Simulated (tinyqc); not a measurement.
Input admittance of a MOSFET at zero drain bias: distributed channel and distributed gate: one step of the calculation.

Source and drain grounded, strong inversion, w = 2 pi f, Cox = eps0 eox/tox. The channel is an RC line of resistance 1/(mu Cox Vo) per square fed from both ends, so one finger has the intrinsic admittance y = i w Cox L tanh(g)/g per width, g = (1/2) sqrt(i w tau), tau = L^2/(mu Vo). The vertical resistance rv/L is in series with y, the overlaps 2 i w Cov in parallel: y_t = 1/(1/y + rv/L) + 2 i w Cov. The gate strip is a line of Rsh/L per length loaded by y_t, so a finger has Y = y_t Wf tanh(k)/k, k = (Wf/sd) sqrt(y_t Rsh/L); the device has Nf Y.

Problem. Low-frequency resistances and capacitance. Low-frequency limits, with c = Cox L and ct = c + 2 Cov: R_strip = Rsh Wf/(3 sd^2 L Nf), R_ch = (c/ct)^2 L/(12 mu Cox Vo Wf Nf), R_vert = (c/ct)^2 rv/(L Wf Nf), C = ct Wf Nf.

Parameters, values chosen for the exercise; values of the order met in silicon radio-frequency transistors:
```
symbol  value        unit                                                                 meaning
eox       3.9              relative permittivity of the gate insulator (close to silicon dioxide)
tox       5.5          nm                                                     insulator thickness
L        0.41          um                                                          channel length
Wf        9.5          um                                                            finger width
Nf          8                                                                   number of fingers
mu        190  cm^2/(V s)                                                        channel mobility
Vo       0.75           V                                                          gate overdrive
Rsh       9.2  ohm/square                                            sheet resistance of the gate
rv          0    ohm um^2                                  vertical resistivity of the gate stack
sd          1                                       number of ends at which a finger is contacted
Cov      0.26       fF/um                             overlap and fringe capacitance on each side
```

Constants: eps0 = 8.8541878128e-14 F/cm where lengths are in cm. Results are converted to the units shown.

Find: parts; sum; C; 1/(2 pi R C).

Solution.

parts (ohm): strip 8.8821, channel 3.4778, vertical 0
sum = 12.360 ohm
C = 235.16 fF
1/(2 pi R C) = 54.758 GHz

The strip term is the largest, 71.9 % of the sum.

tinyqc, about 0.01 s, one thread, Intel Xeon 2.30GHz (shared host): `OMP_NUM_THREADS=1 python tinyqc.py 2262198 2262199 out.jsonl`
